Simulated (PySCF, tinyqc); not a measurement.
Starting guesses with DIIS over 6 matrices: SCF starting guesses in the sto-6g basis, for B+, spin multiplicity 1. Computed by the program tinyqc with PySCF. 

Geometry (angstrom):

| atom | x | y | z |
|---|---|---|---|
| B | 0.0000 | 0.0000 | 0.0000 |

lowest restricted solution found by these runs and by PySCF = -24.190562 hartree

RHF with one setting changed at a time; a run stops when the energy changes by less than 1e-09 hartree and the error matrix is below 1e-5. Starts: the lowest orbitals of the core Hamiltonian, of the Wolfsberg-Helmholz matrix (K = 1.75), projected atomic densities, random orbitals, and the highest orbitals of the core Hamiltonian (a deliberately bad start).

Largest element of the error matrix X^T (FDS - SDF) X:

| iteration | core | Wolfsberg-Helmholz | atomic densities | random | highest core orbitals |
|---|---|---|---|---|---|
| 1 | 3.6e-15 | 3.0e-01 | 1.4e-02 | 6.2e+00 | 0.0e+00 |
| 2 | 2.8e-15 | 2.2e-02 | 2.8e-15 | 5.8e-01 | 4.7e-01 |
| 3 | - | 2.4e-05 | 2.8e-15 | 1.4e-01 | 4.7e-01 |
| 4 | - | 1.1e-05 | - | 2.6e-01 | 4.7e-01 |
| 5 | - | 7.3e-06 | - | 5.3e-02 | 4.7e-01 |
| 6 | - | - | - | 5.0e-02 | 4.7e-01 |
| 8 | - | - | - | 1.4e-02 | 3.6e-02 |
| 10 | - | - | - | 3.2e-04 | 2.8e-05 |
| 14 | - | - | - | 9.1e-10 | 3.5e-09 |

How each run ends:

| run | iterations | E (hartree) | state |
|---|---|---|---|
| core | 2 | -24.19056 | lowest found |
| Wolfsberg-Helmholz | 5 | -23.69931 | higher |
| atomic densities | 3 | -24.19056 | lowest found |
| random | 14 | -23.69931 | higher |
| highest core orbitals | 14 | -23.69931 | higher |

2 of 5 runs reach the lowest restricted solution found, in 2 to 3 iterations (fastest: core). Ending on a higher stationary point: Wolfsberg-Helmholz, random, highest core orbitals; a small error matrix cannot reveal that, and an occupation fixed by the start is kept by symmetry or by the shape of the basin. The first errors are 4e-15, 3e-01, 1e-02, 6e+00, 0e+00; the deliberately bad start has the smallest one, so a small first error does not mark a good start. The restricted reference is unstable here: a spin-polarised solution lies 0.0000 hartree lower (PySCF), so results built on it describe a poor reference.
